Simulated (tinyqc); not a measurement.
Single-oscillator infrared dielectric function of a polar cubic crystal: one step, computed by the program tinyqc. Command: `OMP_NUM_THREADS=1 python tinyqc.py 3025314 3025315 out.jsonl infrared walk`. One thread of a shared host (Intel(R) Xeon(R) Processor @ 2.30GHz), about 0.01 s of CPU time with the checks.

One ion pair, charges +Z* and -Z*, in a cell of volume Omega = a^3/4. Frequencies omega are given as wavenumbers (1/cm); eps_s is the static dielectric constant.

Task: LO frequency and static constant from the Born charge. mu = M_A M_B/(M_A + M_B); ionic plasma term W^2 = 4 pi Z*^2 (e^2/(4 pi eps_0))/(Omega mu) in eV/(angstrom^2 u), turned into 1/cm by W = 15.6333042 x 33.35640952 x sqrt(W^2); omega_LO^2 = omega_TO^2 + W^2/eps_inf; eps_s = eps_inf + W^2/omega_TO^2; Szigeti charge 3 Z*/(eps_inf + 2); longitudinal (Callen) charge Z*/eps_inf.

Inputs (values chosen for the exercise, modelled on magnesium oxide):
```
quantity             value      unit
lattice constant a    4.21  angstrom
mass M_A            24.305         u
mass M_B            15.999         u
omega_TO               405      1/cm
Born charge Z*        1.96         e
eps_inf                2.9         -
```

Structure: rock salt. Free carriers: absent.

Constants: nu for 1 eV/(angstrom^2 u) = 15.6333042 THz; 1 THz = 33.35640952 1/cm; e^2/(4 pi eps_0) = 14.39964548 eV angstrom.

Give: reduced mass mu; W; omega_LO; eps_s; Szigeti charge; Callen charge.

Result:

reduced mass mu = 9.648 u

W = 1025 1/cm

omega_LO = 725.4 1/cm

eps_s = 9.303

Szigeti charge = 1.2 e

Callen charge = 0.6759 e

omega_LO/omega_TO = 1.791; the ions supply 69 % of eps_s, as in a strongly ionic or soft-mode crystal.
